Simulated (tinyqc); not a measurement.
The integration grid: Kohn-Sham PBE on finer and finer grids in the 3-21g basis, for H2, spin multiplicity 1. Computed by the program tinyqc with PySCF. Self-consistent on each grid; the net force on the molecule should vanish.

Geometry (angstrom):
```
atom,x,y,z
H,0.0000,0.0000,0.0000
H,0.0000,0.0000,0.9620
```

Kohn-Sham energy on Becke grids (radial x angular points per atom):
```
grid,points,residual of the electron count,E (hartree),E - finest (mhartree),largest net force without grid terms (hartree/bohr)
10 x 14,274,1.06e-02,-1.142360,-3.756197,6.60e-18
15 x 26,770,-1.83e-03,-1.139586,-0.982138,5.55e-17
20 x 50,1986,3.95e-05,-1.138611,-0.008042,1.11e-16
30 x 86,5139,1.74e-05,-1.138604,-0.000955,1.11e-16
50 x 194,19365,1.24e-07,-1.138603,-0.000056,1.11e-16
75 x 302,45246,-3.10e-09,-1.138603,0.000000,1.11e-16
120 x 590,141403,1.03e-11,-1.138603,0.000000,1.11e-16
```

What does the comparison show, and why?

The energy is within 0.1 mhartree of the finest grid first at 20 x 50. The error has one sign here, though quadrature is not variational. The net force vanishes by symmetry here, so only the electron count signals a poor grid.
